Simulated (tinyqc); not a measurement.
Worked calculation: thin-film optics by transfer matrices. Values are carried at full precision from step to step, so a last printed digit may differ when a step is redone from the rounded ones.

Indices N = n + i k. Snell: N0 sin(theta) = N_j sin(theta_j), with Im(N_j cos theta_j) >= 0. Admittance y_j = N_j cos theta_j for s and N_j/cos theta_j for p. Phase delta_j = 2 pi N_j cos theta_j d_j/lambda. Layer matrix [[cos delta, -i sin delta/y], [-i y sin delta, cos delta]], multiplied from the top down to M. (B, C) = M (1, y_sub); r = (y0 B - C)/(y0 B + C), R = |r|^2, T = 4 Re y0 Re y_sub/|y0 B + C|^2, absorbed in the films 1 - R - T.

Inputs chosen for the exercise (indices near those of polySi, SiO2 on Si; not measured data): lam = 633 nm (vacuum wavelength); n0 = 1 (ambient index); n = (3.88, 1.472, 3.85) (n of polySi, SiO2, substrate); k = (0.04, 0, 0.021) (k in the same order); d = (22.1, 2.2) nm (thicknesses, top first); theta = 70 degrees (angle of incidence); pol = p (polarisation).

## Angles, admittances and phases

Form cos theta_j, y_j and delta_j.

cos theta_j: ambient 0.3420, film 1 0.9702+0.0006i, film 2 0.7697, substrate 0.9698+0.0003i

y_j: ambient 2.9238, film 1 3.9990+0.0387i, film 2 1.9124, substrate 3.9701+0.0203i

delta_j (rad): film 1 0.8258+0.0090i, film 2 0.0247

## Layer matrices and their product

Form each matrix and multiply from the top down.

matrix of film 1:
```
                1                2
1  0.6780-0.0066i  -0.0002-0.1838i
2  0.0529-2.9395i   0.6780-0.0066i
```

matrix of film 2:
```
          1         2
1    0.9997  -0.0129i
2  -0.0473i    0.9997
```

M:
```
                1                2
1  0.6691-0.0066i  -0.0003-0.1925i
2  0.0526-2.9707i   0.6398-0.0073i
```

Each matrix has determinant 1, and so has M.

## Reflection and transmission

Close the stack on the substrate.

B, C: 0.6717-0.7710i  2.5926-2.9869i

r = -0.1390+0.0009i
R = 0.0193
T into the substrate = 0.9627
absorbed in the films = 0.0180

The bare substrate would reflect 0.0230.

## Ellipsometric angles

Ellipsometry: rho = tan(Psi) exp(i Delta) = -conj(r_p/r_s) with the r of the admittance formula, Delta in 0 to 360 degrees, so that a bare dielectric at small angles gives Delta = 180.

Repeat the steps for both polarisations.

r_s = -0.8230+0.0010i
r_p = -0.1390+0.0009i
Psi = 9.59 degrees
Delta = 180.29 degrees

## Checks

- R against the recursion of Airy sums from the substrate up: both 0.019322.

Program tinyqc; command `OMP_NUM_THREADS=1 python tinyqc.py 1680084 1680085 out.jsonl`; about 0.01 s on one thread of a shared Intel(R) Xeon(R) Processor @ 2.30GHz.
